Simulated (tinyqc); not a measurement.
# Resonant-tunnelling diode, transfer matrices and Tsu-Esaki current: resonance against bias

Emitter (band edge 0), barrier d1, well Lw, barrier d2, collector (edge -V). The bias drops linearly over these layers and none in the contacts; each layer is cut into ns equal slices, flat at the value of their centres. E is the energy of motion across the layers, C = hbar^2/(2 m0), psi and psi'/m are continuous. Transport is coherent, T(E) is taken as independent of the transverse momentum, and charge in the well is ignored.

For the pair (psi, psi'/m) a flat layer has M = [[cos kd, (m/k) sin kd], [-(k/m) sin kd, cos kd]] with k = sqrt(m (E - U)/C) above its edge U, and M = [[cosh Kd, (m/K) sinh Kd], [(K/m) sinh Kd, cosh Kd]] with K = sqrt(m (U - E)/C) below it. Later slices stand to the left. With M acting on (psi, psi'/m) and v = k/m in each lead, T(E) = 4 vL vR/[(vL vR M12 - M21)^2 + (vR M11 + vL M22)^2]. J = J0 times the integral over E > 0 of T(E) N(E), N = ln[(1 + exp((Ef - E)/Vt))/(1 + exp((Ef - V - E)/Vt))], J0 = q^2 mw m0 kB T/(2 pi^2 hbar^3) (times 1e-4 for A/cm^2 per eV). The integral is converged to the digits shown. The resonance is the first maximum of T(E) for E > 0, G its full width at half maximum. For a sharp resonance J = J0 (pi G/2) Tp N(Er), with Er the peak energy, Tp the peak transmission and G the full width at half maximum (in eV).

Inputs (values chosen for the exercise); masses and offsets close to those of GaAs wells and AlGaAs barriers:

| symbol | value | unit | meaning |
|---|---|---|---|
| T | 150 | K | temperature |
| mw | 0.066 | m0 | mass in the well, spacer and contacts |
| U1 | 0.25 | eV | barrier height |
| m1 | 0.094 | m0 | barrier mass |
| d1 | 3.7 | nm | emitter barrier |
| Lw | 7 | nm | well width |
| d2 | 3.7 | nm | collector barrier |
| ns | 2 |  | slices in each layer |
| Ef | 0.043 | eV | Fermi energy of both contacts above their band edges |

Constants: q = 1.602176634e-19 C, kB = 1.380649e-23 J/K, hbar = 1.054571817e-34 J s, m0 = 9.1093837015e-31 kg, Vt = kB T/q, hbar^2/(2 m0) = 0.0380998212 eV nm^2. Results are converted to the units shown.

Resonance against bias:
```
V (V)   Er (eV)      Tp  G (meV)  J (kA/cm^2)  one-resonance J (kA/cm^2)
0.01    0.04502  0.9903   0.5450        3.317                      3.342
0.023   0.03847  0.9494   0.5499        7.519                      7.574
0.035   0.03239  0.8850   0.5577        11.11                      11.18
0.048   0.02576  0.7894   0.5695        14.34                      14.42
0.06    0.01961  0.6799   0.5832        16.30                      16.37
0.073   0.01291  0.5386   0.6001        16.68                      16.72
0.085  0.006699  0.3791   0.6154        14.42                      14.39
```

Er falls from 0.0450 to 0.00670 eV, by 0.511 eV a volt, against the share 0.500 of the bias at the centre of the well. Tp falls from 0.990 to 0.379: the bias makes equal barriers unequal. The one-resonance current is 0.75 % above the full integral in the first row and 0.19 % below it in the last.

Computed by the program tinyqc: `OMP_NUM_THREADS=1 python tinyqc.py 2600140 2600141 out.jsonl`, one thread of a shared Intel Xeon 2.30GHz, about 0.2 s for the whole run.
